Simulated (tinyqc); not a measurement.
# Trap depth and cross-section from two peaks

Inverse problem. A DLTS peak lies where ew = sn g T^2 exp(-Et/kB T), g = vth Nc/(300 K)^2. Find Et and sn.

Inputs (values chosen for the exercise): conduction-band density of states at 300 K Nc = 4.36e17 cm^-3; thermal velocity at 300 K vth = 4.7e7 cm/s.

Constants: q = 1.602176634e-19 C, kB = 1.380649e-23 J/K. Results are converted to the units shown.

peak temperatures for ew = 20 and 500 1/s (K): [77.298407, 91.956137]

Solution. The slope of ln(ew/T^2) against q/kB T is -Et, and the intercept is ln(sn g).

Et = 0.120 eV
sn = 9.80e-16 cm^2

Program tinyqc, `OMP_NUM_THREADS=1 python tinyqc.py 2050047 2050048 out.jsonl`; Intel Xeon 2.30GHz, shared host, one thread, about 0.01 s.
